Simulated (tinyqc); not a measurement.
Tight binding, dimerised chain, step by step. One step of it, computed by the program tinyqc.

Task: Open chain of 5 cells. The same hoppings without the wrap-around bond.

H of the open chain (eV):
```
            1          2          3          4          5          6          7          8
1    0.240000  -1.140000   0.000000   0.000000   0.000000   0.000000   0.000000   0.000000
2   -1.140000  -0.240000  -2.480000   0.000000   0.000000   0.000000   0.000000   0.000000
3    0.000000  -2.480000   0.240000  -1.140000   0.000000   0.000000   0.000000   0.000000
4    0.000000   0.000000  -1.140000  -0.240000  -2.480000   0.000000   0.000000   0.000000
5    0.000000   0.000000   0.000000  -2.480000   0.240000  -1.140000   0.000000   0.000000
6    0.000000   0.000000   0.000000   0.000000  -1.140000  -0.240000  -2.480000   0.000000
7    0.000000   0.000000   0.000000   0.000000   0.000000  -2.480000   0.240000  -1.140000
8    0.000000   0.000000   0.000000   0.000000   0.000000   0.000000  -1.140000  -0.240000
9    0.000000   0.000000   0.000000   0.000000   0.000000   0.000000   0.000000  -2.480000
10   0.000000   0.000000   0.000000   0.000000   0.000000   0.000000   0.000000   0.000000

            9         10
1    0.000000   0.000000
2    0.000000   0.000000
3    0.000000   0.000000
4    0.000000   0.000000
5    0.000000   0.000000
6    0.000000   0.000000
7    0.000000   0.000000
8   -2.480000   0.000000
9    0.240000  -1.140000
10  -1.140000  -0.240000
```

Give: levels; weights of the highest filled level on the sites.

Result:

levels (eV): -3.4930  -3.1025  -2.5029  -1.7992  -0.2433  0.2433  1.7992  2.5029  3.1025  3.4930

weights of the highest filled level on the sites: 0.0054  0.0010  0.0011  0.0068  0.0002  0.0345  0.0000  0.1655  0.0000  0.7854

The bulk gap runs from -1.3613 to 1.3613 eV; 2 level(s) of this chain lie inside it: end states, which need the weaker bond inside the cell and a chain longer than their decay length.
